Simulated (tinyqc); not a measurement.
Capacitance measurement on a leaky thin oxide: effects of series resistance and leakage: readings against frequency.

The device is a capacitance C in parallel with a leakage conductance G, in series with Rs and Ls. An impedance meter reports either a parallel pair (Cp, Gp) from Y = 1/Z = Gp + i w Cp or a series pair (Cs, Rm) from Z = Rm + 1/(i w Cs); w = 2 pi f, dissipation D = Gp/(w |Cp|).

EOT = 3.9 tox/eox; CET = EOT + zc + zp; C = 3.9 eps0 A/CET; G = Jg A/Vs. Z = Rs + i w Ls + 1/(G + i w C); CET read from Cp = 3.9 eps0 A/Cp; errors under 0.001 % are printed as 0.

Inputs (values chosen for the exercise); values of the order met in thin-oxide MOS capacitors: relative permittivity of the gate insulator (close to aluminium oxide) eox = 9.18; insulator thickness tox = 4.5 nm; gate area A = 2500 um^2; oxide-equivalent thickness added by the accumulation layer zc = 0.49 nm; oxide-equivalent thickness added by gate depletion zp = 0 nm; gate leakage current density, not matched to the thickness Jg = 5 A/cm^2; voltage for an e-fold rise of the leakage Vs = 0.45 V; series resistance Rs = 10 ohm; series inductance Ls = 0 nH.

Constants: eps0 = 8.8541878128e-14 F/cm where lengths are in cm. Results are converted to the units shown.

The same in every row: C (pF) = 35.94.

Readings against frequency:

| f (Hz) | Cp (pF) | Cs (pF) | D | error of Cp (%) | error of Cs (%) | CET read from Cp (nm) |
|---|---|---|---|---|---|---|
| 1000 | 35.74 | 5.438e7 | 1233 | -0.553 | 1.51e8 | 2.415 |
| 3000 | 35.74 | 6.042e6 | 411.1 | -0.553 | 1.68e7 | 2.415 |
| 10000 | 35.74 | 5.438e5 | 123.3 | -0.553 | 1.51e6 | 2.415 |
| 30000 | 35.74 | 6.045e4 | 41.11 | -0.553 | 1.68e5 | 2.415 |
| 1e5 | 35.74 | 5474 | 12.33 | -0.553 | 1.51e4 | 2.415 |
| 3e5 | 35.74 | 640.1 | 4.112 | -0.553 | 1680 | 2.415 |
| 1e6 | 35.74 | 90.32 | 1.236 | -0.554 | 151 | 2.415 |
| 3e6 | 35.74 | 41.99 | 0.4179 | -0.558 | 16.8 | 2.415 |
| 1e7 | 35.73 | 36.49 | 0.1459 | -0.604 | 1.51 | 2.416 |
| 3e7 | 35.58 | 36.00 | 0.1089 | -1.01 | 0.168 | 2.426 |

D falls from 1230 to 0.109; without inductance its minimum lies at f = sqrt(G (1 + G Rs)/Rs)/(2 pi C) = 2.34e7 Hz. The error of Cp goes from -0.553 to -1.01 % and that of Cs from 1.51e8 to 0.168 %; at low frequency Cp tends to C/(1 + G Rs)^2 and Cs grows as 1 + (G/(w C))^2. One of the two readings is within 2 % of C for f = 1000, 3000, 10000, 30000, 1e5, 3e5, 1e6, 3e6, 1e7, 3e7 Hz. For f = 1000, 3000, 10000, 30000, 1e5, 3e5, 1e6 D exceeds 1, where the accuracy of real meters degrades in proportion to sqrt(1 + D^2).

Numbers from tinyqc (`OMP_NUM_THREADS=1 python tinyqc.py 2022188 2022189 out.jsonl`; about 0.01 s on one thread of a shared Intel Xeon 2.30GHz).
